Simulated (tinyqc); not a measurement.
Quantum-confined Stark effect in a modulator well, step by step. Values are carried at full precision from step to step, so a last printed digit may differ when a step is redone from the rounded ones.

Constants: hbar^2/2m0 = 3.80998211 eV angstrom^2; e^2/(4 pi eps0) = 14.39964547 eV angstrom; hc = 1239.841984 eV nm.

Values chosen for the exercise (near those of an InGaAsP well in InP; not measured data):
```
symbol  value   unit      meaning
L       124     angstrom  well width
me      0.0501  m0        electron, well
mh      0.343   m0        heavy hole along z, well
F       52      kV/cm     field
Vc      0.203   eV        conduction offset
Vv      0.281   eV        heavy-hole offset
meb     0.0764  m0        electron, barrier
mhb     0.509   m0        heavy hole, barrier
Eg      0.852   eV        gap of the well
mp      0.114   m0        heavy hole in the plane
eps     13                dielectric constant
dE      16      meV       operating point below the zero-field line
G       10      meV       half width of the exciton line
```

## Estimate for hard walls

Second order: each level moves by -C m (e F)^2 L^4/(2c), C = (15/pi^2 - 1)/(24 pi^2), c = hbar^2/2m0, 1 kV/cm = 1e-5 eV/angstrom. It holds while e F L is no more than about twice 3 c pi^2/(m L^2).

Estimate:
```
carrier     shift (meV)  e F L over the level spacing
electron          -0.92                          0.44
heavy hole        -6.32                          3.01
```

The hole, 6.8 times heavier, carries 87 % of the estimated shift; for it the ratio exceeds 3, so second order overstates its shift, by 13 % at a ratio of 3 and 60 % at 8.

## Levels and envelopes

Envelopes on cells of 0.5 angstrom over the well |z| < L/2 and 45 angstrom of barrier on each side, psi = 0 beyond, psi'/m continuous (mean mass between points), c = hbar^2/2m0. The electron sees + e F z and the hole - e F z, each with its offset in the barriers; 1 kV/cm = 1e-5 eV/angstrom. Light holes, band mixing and escape by tunnelling are left out.

Ground levels, squared overlap and separation <z>_h - <z>_e without and with the field.

Results:
```
F (kV/cm)  E_e (meV)  E_h (meV)  overlap^2  separation (angstrom)
0              25.54       5.65      0.963                    0.0
52             22.19      -2.49      0.526                   39.2
```

The electron level moves by -3.35 meV (3.6 times the hard-wall estimate, since it leaks into the barriers and sees a wider well) and the hole level by -8.14 meV (1.29 times).

## Exciton

Exciton: in-plane function exp(-rho/lam), 1/mu = 1/me + 1/mp, E(lam) = c/(mu lam^2) - (q/eps) times the integral over k of Fm(k)(1 + (k lam/2)^2)^(-3/2), Fm(k) the double integral of psi_e^2 psi_h^2 exp(-k |z - z'|), q = e^2/(4 pi eps0); binding Eb = -E at the minimum. Line at Eg + E_e + E_h - Eb, strength proportional to overlap^2/lam^2.

Minimise over lam without and with the field.

Results:
```
F (kV/cm)  lam (angstrom)  Eb (meV)  line (eV)      nm  overlap^2/lam^2 (1e-4/angstrom^2)
0                   162.6      6.29     0.8769  1413.9                             0.3645
52                  180.8      5.52     0.8662  1431.4                             0.1610
```

The weaker binding gives back 0.77 meV of the red shift, leaving 10.7 meV; the strength falls to 44 %.

## Contrast at the operating point

With a Gaussian line of half width G, the absorption at E_op = line(0) - dE is proportional to strength x exp(-ln2 ((E_op - line)/G)^2); continuum absorption is left out. Give it at both fields, relative to the zero-field peak.

E_op = 0.8609 eV
wavelength = 1440.2 nm

absorption without and with the field: 0.17  0.36

The field changes the absorption by +0.19 of the zero-field peak. The zero-field tail still absorbs here, since dE is no more than 2G, which costs insertion loss.

## Checks

- Zero-field levels against the matching condition of the square well, meV: largest difference 1.1e-01.
- Slope d(E_e + E_h)/dF against minus the separation (Hellmann-Feynman), angstrom: both -39.2.

Run: tinyqc, `OMP_NUM_THREADS=1 python tinyqc.py 1280698 1280699 out.jsonl`; Intel(R) Xeon(R) Processor @ 2.30GHz, one thread, shared host; about 0.2 s of CPU time with all checks.
